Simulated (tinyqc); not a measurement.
## Off-state leakage of single and stacked transistors: leakage components against the supply voltage

n-channel devices of unit width. Subthreshold current I(Vg, Vs, Vd) = I0 (T/300 K)^0.5 exp[(Vg - Vs - VT(T) - gb (Vs - Vb) + dd (Vd - Vs))/(nf Vt)] (1 - exp(-(Vd - Vs)/Vt)), VT(T) = VT - cT (T - 300 K). Gate-edge tunnelling Ig (Vd/1 V) exp(ag (Vd - 1 V)), for a gate at 0 V, and band-to-band leakage Ab u exp(-Bb/u), u = Vd - Vb + 1 V, flow at a drain held at V; both are taken as independent of T. In a stack of off transistors (all gates at 0 V) the same subthreshold current passes through each.

One transistor with Vg = Vs = 0, Vd = V; stack factor I(one)/I(two in series).

Parameters, values chosen for the exercise; values of the order met in bulk silicon logic transistors:
```
symbol,value,unit,meaning
T,330,K,temperature
VT,0.34,V,"threshold at 300 K, zero drain and body bias"
cT,0.9,mV/K,fall of the threshold with temperature
I0,0.38,uA/um,current at threshold at 300 K
nf,1.43,,slope factor
dd,0.16,,drain-induced lowering per volt
gb,0.11,,rise of the threshold per volt of source-body bias
Ig,1e-5,uA/um,gate-edge tunnelling current at 1 V
ag,5.4,1/V,exponential slope of the gate current
Ab,1,uA/(um V),prefactor of band-to-band leakage at the drain
Bb,27,V,its exponential voltage
Vb,-0.6,V,body voltage
```

Constants: q = 1.602176634e-19 C, kB = 1.380649e-23 J/K, Vt = kB T/q. Results are converted to the units shown.

Leakage components against the supply voltage:
```
V (V)  subthreshold (nA/um)  gate edge (nA/um)  band-to-band (nA/um)  total (nA/um)  stack factor  largest part
0.5                 0.25541          3.3603e-4             0.0054756        0.26122        6.4457  subthreshold
0.6                 0.37854          6.9195e-4              0.010291        0.38952        8.8169  subthreshold
0.7                 0.56103          0.0013853              0.018344        0.58076        12.193  subthreshold
0.8                 0.83150          0.0027168              0.031218        0.86543        16.993  subthreshold
0.9                  1.2324          0.0052447              0.050999         1.2886        23.814  subthreshold
1                    1.8265           0.010000              0.080351         1.9168        33.500  subthreshold
1.1                  2.7070           0.018876               0.12258         2.8485        47.248  subthreshold
1.2                  4.0120           0.035336               0.18168         4.2291        66.758  subthreshold
1.3                  5.9462           0.065690               0.26240         6.2743        94.439  subthreshold
1.4                  8.8129            0.12140               0.37023         9.3045        133.71  subthreshold
```

What does the table show?

As V goes from 0.5 to 1.4, the total leakage rises from 0.261 to 9.30 nA/um. The subthreshold part leads at V = 0.5 and in all other rows. The reduction by a stack of two rises from 6.45 to 134, for the subthreshold part alone.

Program tinyqc, `OMP_NUM_THREADS=1 python tinyqc.py 2242212 2242213 out.jsonl`; Intel Xeon 2.30GHz, shared host, one thread, about 0.03 s.
